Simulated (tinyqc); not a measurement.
A particle near a wafer in liquid: double-layer and van der Waals forces (DLVO), deposition barrier and removal: one step, computed by the program tinyqc.

Sphere and flat wall, Derjaguin approximation, constant potentials in the linear-superposition form, no retardation and no hydration force.

Question. Critical salt concentration. The barrier height is zero when U = 0 and F = 0 together: kappa h = 1 and kappa = 6 Z/(e A), e = 2.718282 here; c follows from kappa^2, with the potentials held fixed.

Inputs (values chosen for the exercise, of the order of those for silica on copper in water): Hamaker constant A = 3.4e-20 J; salt concentration c = 0.2 mol/L; temperature T = 323 K.

Z = 5.852514 pN

kappa = 2.993574 1/nm

Give: critical kappa; critical concentration.

Answer.

critical kappa = 0.37994 1/nm

critical concentration = 0.0032217 mol/L
